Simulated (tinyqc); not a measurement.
Chemical vapour deposition: Grove model, boundary layer, depletion and step coverage: one step, computed by the program tinyqc. Command: `OMP_NUM_THREADS=1 python tinyqc.py 3022790 3022791 out.jsonl cvd walk`. One thread of a shared host (Intel(R) Xeon(R) Processor @ 2.30GHz), about 0.01 s of CPU time with the checks.

A precursor diffuses to the surface and reacts there at first order; each molecule that reacts adds one formula unit of film.

Task: Step coverage in a trench. In a long trench of width w and depth l = aspect ratio x w: Knudsen diffusivity D_K = (2w) c/3 (hydraulic diameter 2w), combined as 1/D_e = 1/D_K + 1/D; D_e d2C/dz2 = 2 k_s C/w with D_e dC/dz = -k_s C at the floor. With m = sqrt(2 k_s/(w D_e)): C(floor)/C(top) = 1/[cosh(m l) + (k_s/(D_e m)) sinh(m l)].

Inputs (values chosen for the exercise, close to those used for silicon dioxide from an alkoxysilane): temperature T = 790 C; trench width w = 0.36 um; aspect ratio of the trench = 28.

Reactor: wafer stack, low pressure.

mean speed c = 32896.73 cm/s

gas diffusivity D = 2459.083 cm^2/s

surface rate constant k_s = 0.5502406 cm/s

Give: Knudsen diffusivity D_K; effective diffusivity D_e; modulus m l; step coverage.

Result:

Knudsen diffusivity D_K = 0.78952 cm^2/s

effective diffusivity D_e = 0.78927 cm^2/s

modulus m l = 0.19838

step coverage = 0.97996

Caution: the hydraulic-diameter form of D_K is rough for a slit.
